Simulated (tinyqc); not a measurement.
# Changing the grain size d

Model: estimate of lattice thermal conductivity from elastic moduli (Slack, Klemens and Cahill formulas). Computed by tinyqc, a small Python program. Command: `OMP_NUM_THREADS=1 python tinyqc.py 3015368 3015369 out.jsonl slack sweep`. One thread of a shared host (Intel(R) Xeon(R) Processor @ 2.30GHz), about 0.01 s of CPU time with the checks.

An isotropic solid.

Inputs (values chosen for the exercise, for a model crystal): bulk modulus B = 187 GPa; shear modulus G = 54.3 GPa; volume per atom V = 24.9 angstrom^3; mean atomic mass M = 122 u; atoms per primitive cell n = 20; volume expansion coefficient alpha_V = 8.76 ppm/K; temperature T = 300 K; disorder parameter Gamma = 0.2.

Grueneisen parameter: from thermal expansion.

Constants: u = 1.6605390666e-27 kg; hbar = 1.054571817e-34 J s; k_B = 1.380649e-23 J/K; h = 6.62607015e-34 J s.

Method:
- rho = M/V; vL = sqrt((B + 4G/3)/rho), vT = sqrt(G/rho); v_m = [(vL^-3 + 2 vT^-3)/3]^(-1/3); Poisson ratio sigma = (3B - 2G)/(6B + 2G); Theta = hbar v_m (6 pi^2/V)^(1/3)/k_B.
- gamma = alpha_V B V/(3 k_B), with the classical heat capacity 3 k_B per atom.
- Slack, an estimate for T near or above Theta_a: kappa = A M Theta_a^3 delta n^(1/3)/(gamma^2 T) in W/(m K), with M in u, delta = V^(1/3) in angstrom, Theta_a = Theta n^(-1/3) and A = 2.43e-6/(1 - 0.514/gamma + 0.228/gamma^2).
- High-temperature forms with the classical heat capacity. Klemens: kappa/kappa_0 = arctan(u)/u, u^2 = pi^2 Theta V Gamma kappa_0/(h v_m^2). Grains: 1/kappa_poly = 1/kappa + 1/(C v_m d/3), C = 3 k_B/(n V), the acoustic branches alone.
- Cahill minimum: kappa_min = (pi/6)^(1/3) k_B V^(-2/3) sum over L, T, T of v (T/Theta_i)^2 int_0^(Theta_i/T) x^3 e^x/(e^x - 1)^2 dx, Theta_i = Theta v_i/v_m (64 Gauss-Legendre points).
- Its high-temperature limit is (1/2) (pi/6)^(1/3) k_B V^(-2/3) (vL + 2 vT).

One run for each value:
```
grain size d (nm)  kappa of the polycrystal (W/(m K))  grain-boundary limit (W/(m K))  kappa_poly/kappa_min
5                                               0.360                       4.036e-01                 0.559
20                                              1.091                       1.614e+00                 1.693
50                                              1.836                       4.036e+00                 2.848
200                                             2.788                       1.614e+01                 4.323
500                                             3.110                       4.036e+01                 4.823
2000                                            3.300                       1.614e+02                 5.119
5000                                            3.341                       4.036e+02                 5.183
20000                                           3.362                       1.614e+03                 5.215
50000                                           3.366                       4.036e+03                 5.221
```

Over the rows, kappa of the polycrystal (W/(m K)) rises from 0.360 to 3.37 (exponent d ln y / d ln x 0.80 between the first rows and 0.0014 between the last); grain-boundary limit (W/(m K)) rises from 0.404 to 4040 (exponent d ln y / d ln x about 1.00 throughout); kappa_poly/kappa_min rises from 0.559 to 5.22 (exponent d ln y / d ln x 0.80 between the first rows and 0.0014 between the last). At the high end the exponent of kappa of the polycrystal is 0.00, close to 0: grains are larger than the free path. The two resistivities add, so grains matter once the boundary limit, proportional to d, falls to the size of kappa with point defects.

Caution (rows 5.00): the estimate comes near or below kappa_min; the free path cannot fall under half a wavelength, so the true value levels off near kappa_min.
